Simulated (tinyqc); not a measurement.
Worked calculation: virtual-crystal alloy A(1-x)B(x) in sp3s* tight binding. Values are carried at full precision from step to step, so a last printed digit may differ when a step is redone from the rounded ones.

Virtual crystal: a(x) = (1 - x) aA + x aB (Vegard); the six levels are averaged linearly; the seven couplings follow Harrison's rule, V(x) a(x)^2 = (1 - x) V_A aA^2 + x V_B aB^2. No spin-orbit coupling and no disorder. Gaps are measured from the top of the valence band at Gamma; the Delta value is the minimum on (kx,0,0) for kx from 0.5 to 1.

Inputs chosen for the exercise (A near a published set for Ge, B for Si; such sets place X and L only to about 0.5 eV; shifted at random, so the results belong to these values and not to a real crystal): aA = 5.663 angstrom (lattice constant of A); aB = 5.436 angstrom (of B); pA = (-5.874, 1.611, -5.874, 1.611, 6.409, 6.409, -6.798, 1.608, 4.903, 5.459, 5.459, 5.23, 5.23) eV (order Esa, Epa, Esc, Epc, Exa, Exc, Vss, Vxx, Vxy, Vsapc, Vscpa, Vxapc, Vpaxc); pB = (-4.192, 1.716, -4.192, 1.716, 6.68, 6.68, -8.325, 1.709, 4.569, 5.751, 5.751, 5.363, 5.363) eV (the same for B); x = 0.5 (fraction of B).

## Parameters of the alloy

Form a(x) and the thirteen parameters.

a(x) = 5.5495 angstrom

parameters (eV): Esa -5.0330, Epa 1.6635, Esc -5.0330, Epc 1.6635, Exa 6.5445, Exc 6.5445, Vss -7.5334, Vxx 1.6571, Vxy 4.7448, Vsapc 5.6014, Vscpa 5.6014, Vxapc 5.2960, Vpaxc 5.2960

Against a plain linear average the 1/a^2 rule changes Vss by +28.1 meV and Vxy by +8.8 meV.

## Levels at Gamma

The parameters stand in the order Esa, Epa, Esc, Epc, Exa, Exc, Vss, Vxx, Vxy, Vsapc, Vscpa, Vxapc, Vpaxc. At k = 0 the s levels are the roots of [[Esa, Vss], [Vss, Esc]] and the p levels those of [[Epa, Vxx], [Vxx, Epc]]; the direct gap runs from the lower p root to the lower of the two upper roots.

s roots (eV): [-12.5664, 2.5004]

p roots (eV): [0.0064, 3.3206]

direct gap = 2.4941 eV

The lowest empty level at Gamma is s-like.

## The Hamiltonian at L

sp3s* tight binding, nearest neighbours only: anion (a) at 0, cation (c) at a/4 (1,1,1), orbitals s, px, py, pz, s* on each; k in units of 2 pi/a. With phases e_j = exp(i (pi/2) k.n_j) for n = (1,1,1), (1,-1,-1), (-1,1,-1), (-1,-1,1): g0 = (e1+e2+e3+e4)/4, g1 = (e1+e2-e3-e4)/4, g2 = (e1-e2+e3-e4)/4, g3 = (e1-e2-e3+e4)/4. The diagonal holds the levels Esa, Epa, Exa (s*) and Esc, Epc, Exc. Anion-cation block: <sa|sc> = Vss g0; <sa|xc> = Vsapc g1; <xa|sc> = -Vscpa g1; <xa|xc> = Vxx g0; <xa|yc> = <ya|xc> = Vxy g3, <xa|zc> = <za|xc> = Vxy g2, <ya|zc> = <za|yc> = Vxy g1; <s*a|xc> = Vxapc g1; <xa|s*c> = -Vpaxc g1; y and z take g2 and g3 in place of g1; s-s* and s*-s* vanish.

k = (1/2,1/2,1/2); parameters in the order Esa, Epa, Esc, Epc, Exa, Exc, Vss, Vxx, Vxy, Vsapc, Vscpa, Vxapc, Vpaxc.

g0, g1, g2, g3: [0.3536-0.3536i, -0.3536+0.3536i, -0.3536+0.3536i, -0.3536+0.3536i]

H (eV), rows sa, xa, ya, za, s*a, sc, xc, yc, zc, s*c and columns alike:
```
[[-5.0330, 0, 0, 0, 0, -2.6635+2.6635i, -1.9804+1.9804i, -1.9804+1.9804i, -1.9804+1.9804i, 0],
 [0, 1.6635, 0, 0, 0, 1.9804-1.9804i, 0.5859-0.5859i, -1.6775+1.6775i, -1.6775+1.6775i, 1.8724-1.8724i],
 [0, 0, 1.6635, 0, 0, 1.9804-1.9804i, -1.6775+1.6775i, 0.5859-0.5859i, -1.6775+1.6775i, 1.8724-1.8724i],
 [0, 0, 0, 1.6635, 0, 1.9804-1.9804i, -1.6775+1.6775i, -1.6775+1.6775i, 0.5859-0.5859i, 1.8724-1.8724i],
 [0, 0, 0, 0, 6.5445, 0, -1.8724+1.8724i, -1.8724+1.8724i, -1.8724+1.8724i, 0],
 [-2.6635-2.6635i, 1.9804+1.9804i, 1.9804+1.9804i, 1.9804+1.9804i, 0, -5.0330, 0, 0, 0, 0],
 [-1.9804-1.9804i, 0.5859+0.5859i, -1.6775-1.6775i, -1.6775-1.6775i, -1.8724-1.8724i, 0, 1.6635, 0, 0, 0],
 [-1.9804-1.9804i, -1.6775-1.6775i, 0.5859+0.5859i, -1.6775-1.6775i, -1.8724-1.8724i, 0, 0, 1.6635, 0, 0],
 [-1.9804-1.9804i, -1.6775-1.6775i, -1.6775-1.6775i, 0.5859+0.5859i, -1.8724-1.8724i, 0, 0, 0, 1.6635, 0],
 [0, 1.8724+1.8724i, 1.8724+1.8724i, 1.8724+1.8724i, 0, 0, 0, 0, 0, 6.5445]]
```

## Levels at L

Diagonalise H; four bands are filled. The top of the valence band is the lower p root at Gamma.

levels (eV): [-10.3967, -7.5149, -1.5375, -1.5375, 1.6218, 2.4843, 4.8645, 4.8645, 8.9185, 11.2370]

gap from the valence top to L = 1.6154 eV

## The three valleys

The same at Gamma, along Delta and at L.

gaps (eV): Gamma 2.4941, Delta 0.9843, L 1.6154

position of the Delta minimum = 0.766 2 pi/a

In this model the alloy is indirect, with its lowest valley at the Delta line and the next 631 meV above. The bowing from disorder and bond relaxation, left out here, lowers real gaps, by tenths of an eV in badly matched pairs.

## Checks

- Direct gap from the blocks against the full matrix: both 2.49406.

Program tinyqc; command `OMP_NUM_THREADS=1 python tinyqc.py 1481113 1481114 out.jsonl`; about 0.06 s on one thread of a shared Intel(R) Xeon(R) Processor @ 2.30GHz.
